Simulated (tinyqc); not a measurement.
Ballistic conductance of a hard-wall strip of a two-dimensional electron gas by counting modes: one step of the calculation.

Subband edges E_n = C (n pi/W)^2/m, n = 1, 2, ...; C = hbar^2/(2 m0). Every mode transmits fully; spin gives the factor 2 in 2 q^2/h, valleys the factor gv.

Problem. Conductance and ballistic resistance. G = (2 q^2/h) gv M; at zero temperature M counts the edges below Ef, at T it is the sum of degeneracy times f. The smooth (Sharvin) count is kF W/pi, kF = sqrt(m Ef/C), and with the boundary term kF W/pi - 1/2. The sum runs over the edges listed.

Inputs (values chosen for the exercise): temperature T = 300 K; mass m = 0.042 m0; valleys gv = 1; Fermi energy above the 2D band edge Ef = 0.206 eV; width W = 55 nm.

Constants: q = 1.602176634e-19 C, hbar = 1.054571817e-34 J s, h = 6.62607015e-34 J s, m0 = 9.1093837015e-31 kg, hbar^2/(2 m0) = 0.0380998212 eV nm^2. Results are converted to the units shown.

edge, mode 1 to 10 (eV): [0.00295970, 0.01183881, 0.02663732, 0.04735523, 0.07399255, 0.10654928, 0.14502541, 0.18942094, 0.23973588, 0.29597022]
degeneracy, mode 1 to 10: [1, 1, 1, 1, 1, 1, 1, 1, 1, 1]
f, mode 1 to 10: [0.99961193, 0.99945299, 0.99903079, 0.99784252, 0.99397788, 0.97910084, 0.91361558, 0.65504878, 0.21333111, 0.02988078]

Give: M at zero temperature; M at T; G; resistance 1/G; smooth count.

Solution.

M at zero temperature = 8
M at T = 7.781
G = 602.9 uS
resistance 1/G = 1.659 kohm
smooth count = 8.343

The smooth count is 7.2 % above M at T. With the boundary term it is 7.84.

Program tinyqc, `OMP_NUM_THREADS=1 python tinyqc.py 2740108 2740109 out.jsonl`; Intel Xeon 2.30GHz, shared host, one thread, about 0.06 s.
